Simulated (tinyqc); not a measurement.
What moves the results: carrier statistics of a doped semiconductor with parabolic bands. A value that a table varies takes the place of the one given here.

Eg(T) = Eg0 - al T^2/(T + be); m_de = Mv^(2/3) (ml mt^2)^(1/3); m_dh = (mhh^(3/2) + mlh^(3/2))^(2/3); Nc and Nv from N = 2 (m kB T/(4 pi c))^(3/2) with c = hbar^2/2m0, in 1/angstrom^3; times 1e24 for 1/cm^3.

Energies are counted from Ev, so Ec = Eg. n = Nc F_1/2((EF - Eg)/kT), p = Nv F_1/2(-EF/kT), ND+ = ND/(1 + 2 exp((EF - Eg + ED)/kT)), NA- = NA/(1 + 4 exp((EA - EF)/kT)); neutrality asks p + ND+ = n + NA-. F_j(eta) = (1/Gamma(j + 1)) integral_0^infinity x^j dx/(1 + exp(x - eta)), which tends to exp(eta) for eta << 0.

Constants: hbar^2/2m0 = 3.80998211 eV angstrom^2; kB = 8.617333262e-05 eV/K.

Inputs chosen for the exercise (near those of GaP; the results hold for these values, not for the real material): Eg0 = 2.363 eV (gap at 0 K); al = 0.000577 eV/K (Varshni alpha); be = 373 K (Varshni beta); ml = 2.04 m0 (longitudinal electron mass); mt = 0.253 m0 (transverse electron mass); Mv = 3 (equivalent valleys); mhh = 0.78 m0 (heavy-hole mass); mlh = 0.144 m0 (light-hole mass); ND = 6.7e+14 1/cm^3 (donors); NA = 4.6e+14 1/cm^3 (acceptors); ED = 0.0889 eV (donor level below Ec); EA = 0.0552 eV (acceptor level above Ev); T = 300 K.

## Temperature

Neutrality solved at each temperature; ni = sqrt(Nc Nv) exp(-Eg/2kT).

Carriers (1/cm^3):
```
T (K)  EF (eV)         n         p  majority / |ND - NA|        ni  Eg (eV)
30      2.2690       228    <1e-99              1.09e-12    <1e-99   2.3617
50      2.2643  4.62e+08    <1e-99              2.20e-06    <1e-99   2.3596
77      2.2566  1.22e+12    <1e-99               0.00579  2.42e-59   2.3554
120     2.2320  1.11e+14  8.59e-76                 0.527  3.08e-31   2.3461
200     2.1301  2.07e+14  2.15e-35                 0.985  6.66e-11   2.3227
300     1.9815  2.10e+14  9.63e-15                 0.998      1.42   2.2858
450     1.7409  2.10e+14      1.09                  1.00  1.51e+07   2.2210
600     1.4871  2.10e+14  1.70e+07                  1.00  5.98e+10   2.1495
800     1.1370  2.16e+14  5.58e+12                  1.03  3.47e+13   2.0482
1000    0.9603  1.85e+15  1.64e+15                  8.82  1.74e+15   1.9428
```

Ionisation is incomplete: the majority density is below 90 % of the net doping at 30, 50, 77 and 120 K, down to a share of 1.1e-12. It is within 10 % of the net doping at 200, 300, 450, 600 and 800 K. At 1000 K thermal pairs lift it more than 10 % above the net doping; ni has reached 1.74e+15 1/cm^3 at 1000 K against a net doping of 2.10e+14. EF goes from 2.269 eV to 0.960 eV, where midgap is 0.971 eV and the intrinsic level (Boltzmann) 0.955 eV.

## Doping level

Only donors are present (NA = 0); eta is the distance of EF beyond the conduction edge in units of kT.

Neutral state:
```
ND (1/cm^3)  EF (eV)  majority (1/cm^3)  ionised share     eta
1.0e+14       1.9623           1.00e+14          1.000  -12.51
1.0e+15       2.0218           9.98e+14          0.998  -10.21
1.0e+16       2.0808           9.78e+15          0.978   -7.93
1.0e+17       2.1364           8.39e+16          0.839   -5.78
1.0e+18       2.1814           4.77e+17          0.477   -4.04
3.0e+18       2.1992           9.42e+17          0.314   -3.35
1.0e+19       2.2171           1.86e+18          0.186   -2.66
3.0e+19       2.2327           3.34e+18          0.111   -2.05
```

The impurity level lies at 2.1969 eV. The ionised share falls from 1.000 to 0.111 as EF passes through it between 1e+18 and 3e+18 1/cm^3 (share 1/3 there); it is below one half from 1e+18 1/cm^3 on. Over the last two rows the doping grows threefold and the majority density by a factor 1.79. EF comes within 3 kT of the majority band edge from 1e+19 1/cm^3 on. Above roughly 2e+19 1/cm^3 (N^(1/3) a = 0.26, with the radius a = sqrt(c/(m E)) from the ionisation energy E and the mass (ml mt^2)^(1/3)) the levels merge with the band and real ionisation is complete; sharp levels then overstate freeze-out.

## What each input does

Neutrality solved anew for each case. Each row changes one parameter from the base and keeps the others.

Results:
```
case                  EF (eV)  n (1/cm^3)  p (1/cm^3)
base                   1.9815    2.10e+14    9.63e-15
T = 320 K              1.9504    2.10e+14    3.94e-12
ND = 3.35e+14 1/cm^3   0.3080    1.62e-14    1.25e+14
NA = 5.98e+14 1/cm^3   1.9538    7.19e+13    2.81e-14
Eg0 = 2.413 eV         2.0315    2.10e+14    1.39e-15
mt = 0.3036 m0         1.9768    2.10e+14    1.16e-14
mhh = 0.936 m0         1.9815    2.10e+14    1.24e-14
ED = 0.1334 eV         1.9813    2.08e+14    9.70e-15
```

The largest shifts from the base row, up to three for each result and ties (the steps differ in size, so this ranks the rows, not the parameters). EF (eV): ND -1.6735, Eg0 +0.0500, T -0.0310; unchanged at the printed digits by mhh. n (1/cm^3): ND -2.10e+14, NA -1.38e+14, ED -1.46e+12; unchanged at the printed digits by T, Eg0, mt and mhh. p (1/cm^3): ND +1.25e+14, T +3.93e-12, NA +1.85e-14.

Computed by tinyqc, a small Python program: `OMP_NUM_THREADS=1 python tinyqc.py 1680535 1680536 out.jsonl` (the numbers bound the seed that draws the inputs); one thread of a shared host (Intel(R) Xeon(R) Processor @ 2.30GHz), about 0.01 s for the whole set of steps.
